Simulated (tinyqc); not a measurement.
Interface roughness in a thin film (subband fluctuation and scattering), step by step. Values are carried at full precision from step to step, so a last printed digit may differ when a step is redone from the rounded ones.

Square well of width t, barriers V0, c = hbar^2/2m0: E1 solves k t + 2 atan[(k/mz)/(kappa/mb)] = pi, k = sqrt(mz E/c), kappa = sqrt(mb (V0 - E)/c). One interface is rough, so the subband edge fluctuates by G dt with G = |dE1/dt| (central difference of 0.01 angstrom; 2 E1/t for hard walls).

Constants: hbar^2/2m0 = 3.80998211 eV angstrom^2; e^2/(4 pi eps0) = 14.39964547 eV angstrom; hbar = 6.58211957e-16 eV s.

Inputs chosen for the exercise (near those of a thin Ge channel on (111), one valley; not measured data): t = 30 angstrom (film thickness); mz = 1.586 m0 (confinement mass); V0 = 2.08 eV (barrier); mb = 0.31 m0 (barrier mass); D = 2.4 angstrom (rms height of the roughness); md = 0.08 m0 (mass in the plane); gv = 1 (valleys); Lc = 26 angstrom (correlation length); Ns = 2.4 x 1e12/cm^2 (sheet density); eps = 12.2 (mean dielectric constant at the channel); Lg = 150 angstrom (gate length); Wg = 150 angstrom (gate width).

## Sensitivity of the level to thickness

Give E1, G, the hard-wall values and the rms fluctuation G D.

E1 = 24.74 meV
G = |dE1/dt| = 1.5981 meV/angstrom

hard walls: E1 (meV) and G (meV/angstrom): 26.344  1.756

G D = 3.84 meV

Hard walls overstate G by a factor 1.10, and the scattering rate, which goes as G^2, by 1.21.

## The angular integrand

Gaussian roughness spectrum S(q) = pi D^2 Lc^2 exp(-q^2 Lc^2/4). Degenerate gas, taken to fill one subband (the second starts to fill once c kF^2/md exceeds E2 - E1, which is not tested here): kF = sqrt(2 pi Ns/gv), q = 2 kF sin(theta/2), 1/tau = (md/(2 pi c hbar)) G^2 times the integral from 0 to pi of S(q)(1 - cos theta)/eps(q)^2 dtheta, eps(q) = 1 + qs/q with screening (qs = gv md q0/(c eps), q0 = e^2/(4 pi eps0), form factors left out, which overstates the screening; other scattering is left out too, so these values lie far above measured mobilities in all but the thinnest films) or 1 without; mobility = tau c2/md with c2 = e/m0 = 1.75882e15 cm^2/(V s^2); 1e12/cm^2 = 1e-4/angstrom^2.

kF, qs, and exp(-q^2 Lc^2/4)(1 - cos theta) without and with the factor 1/eps^2 at theta = 30, 60, ..., 180 degrees.

kF = 0.03883 1/angstrom
qs = 0.0248 1/angstrom

Integrand:
```
theta  q (1/angstrom)   bare  eps(q)  screened
30             0.0201  0.125    2.23    0.0251
60             0.0388  0.388    1.64     0.144
90             0.0549  0.601    1.45     0.285
120            0.0673  0.698    1.37     0.373
150            0.0750  0.721    1.33     0.407
180            0.0777  0.722    1.32     0.415
```

kF Lc = 1.01: the roughness is short-ranged for these electrons, and back-scattering dominates.

## Scattering time and mobility

Integrate over theta.

Results:
```
case      integral  tau (fs)  mobility (cm^2/(V s))
bare         1.515      4161              9.149e+04
screened    0.7550      8350              1.836e+05
```

Screening raises the mobility by a factor 2.0. With it kF l = 1.82e+03, so by this rate the carriers are far from localisation. Phonons, and the gate field that presses carriers to the wall, limit real channels far below this value.

## Threshold variation

Averaged over an area A = Lg Wg much larger than Lc^2, the thickness varies by D sqrt(pi Lc^2/A), so sigma(Vt) = G D Lc sqrt(pi/A)/e; the Pelgrom coefficient is sigma sqrt(A) (1 micrometre = 1e4 angstrom).

rms of the mean thickness = 0.737 angstrom
sigma(Vt) = 1.178 mV
coefficient = 0.0177 mV micrometre

The electrostatic effect of the thickness is left out.

## Checks

- G from the envelope at the wall, psi(t/2)^2 (E1 + c mz (kappa/mb)^2), against the difference quotient, meV/angstrom: both 1.598.
- Bare integral for Lc -> 0 against pi: both 3.1416.

Run: tinyqc, `OMP_NUM_THREADS=1 python tinyqc.py 1252087 1252088 out.jsonl`; Intel(R) Xeon(R) Processor @ 2.30GHz, one thread, shared host; about 0.01 s of CPU time with all checks.
